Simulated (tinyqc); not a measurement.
Where in the gap a trap does harm: carrier lifetime from Shockley-Read-Hall, radiative, Auger and surface recombination. Computed by tinyqc, a small Python program. Command: `OMP_NUM_THREADS=1 python tinyqc.py 3001483 3001484 out.jsonl lifetime walk`. One thread of a shared host (Intel(R) Xeon(R) Processor @ 2.30GHz), about 0.03 s of CPU time with the checks.

Energies are counted from the top of the valence band. Boltzmann statistics, full ionisation, and equal excess densities of electrons and holes.

Inputs (values chosen for the exercise, with bands modelled on silicon):

| quantity | value | unit |
|---|---|---|
| gap E_g | 1.13 | eV |
| electron mass m_e | 0.336 | m_0 |
| valleys M_c | 6 | - |
| hole mass m_h | 0.784 | m_0 |
| temperature T | 400 | K |
| doping N | 1.5e+14 | cm^-3 |
| trap level E_t | 0.598 | eV |
| trap density N_t | 8.2e+12 | cm^-3 |
| electron cross-section sigma_n | 4.2e-14 | cm^2 |
| hole cross-section sigma_p | 3.1e-16 | cm^2 |

Doping: p-type. Surface term: two equal surfaces.

Constants: m_0 = 9.1093837015e-31 kg; k_B = 1.380649e-23 J/K; h = 6.62607015e-34 J s; k_B = 8.617333262e-05 eV/K.

Method:
- N_c = 2 M_c (2 pi m_e k_B T/h^2)^(3/2) and N_v = 2 (2 pi m_h k_B T/h^2)^(3/2), masses in units of m_0.
- n_i = sqrt(N_c N_v) exp(-E_g/2 k_B T); majority density N/2 + sqrt(N^2/4 + n_i^2), minority density n_i^2 over it.
- v = sqrt(3 k_B T/m) with m_e or m_h; tau_n0 = 1/(sigma_n v_n N_t), tau_p0 = 1/(sigma_p v_p N_t); n1 = N_c exp(-(E_g - E_t)/k_B T), p1 = N_v exp(-E_t/k_B T).
- Low injection: tau = [tau_p0 (n_0 + n1) + tau_n0 (p_0 + p1)]/(n_0 + p_0). Depleted region (n = p = 0): generation lifetime tau_g = (tau_p0 n1 + tau_n0 p1)/n_i. n1 = N_c exp(-(E_g - E_t)/k_B T), p1 = N_v exp(-E_t/k_B T).

tau_p0 = 2.58282e-05 s

n_0 = 4.67191e+10 cm^-3

N_c = 4.51482e+19 cm^-3

tau_n0 = 1.24801e-07 s

p_0 = 1.50047e+14 cm^-3

N_v = 2.68197e+19 cm^-3

n_i = 2.64765e+12 cm^-3

The same trap at other energies:

| E_t (eV) | SRH lifetime (s) | generation lifetime (s) |
|---|---|---|
| 0.068 | 3.1015e-03 | 1.7581e-01 |
| 0.169 | 1.6571e-04 | 9.3866e-03 |
| 0.282 | 6.3742e-06 | 3.5382e-04 |
| 0.395 | 3.7232e-07 | 1.3578e-05 |
| 0.508 | 2.5478e-07 | 6.9151e-06 |
| 0.565 | 7.2563e-07 | 3.3607e-05 |
| 0.621 | 3.1341e-06 | 1.7014e-04 |
| 0.734 | 7.9747e-05 | 4.5133e-03 |
| 0.847 | 2.1123e-03 | 1.1974e-01 |
| 0.960 | 5.6036e-02 | 3.1766e+00 |
| 1.062 | 1.0805e+00 | 6.1251e+01 |

What follows from these numbers?

The SRH lifetime (other channels left aside) stays within 10 % of its least value, among these rows, from E_t = 0.508 to 0.508 eV. The generation lifetime has a sharp minimum, among these rows at 0.508 eV and exactly at 0.464 eV, where tau_p0 n1 = tau_n0 p1, since generation needs two thermal jumps and the larger one rules.

Extremes, crossings and ranges named in words are read from the listed rows.
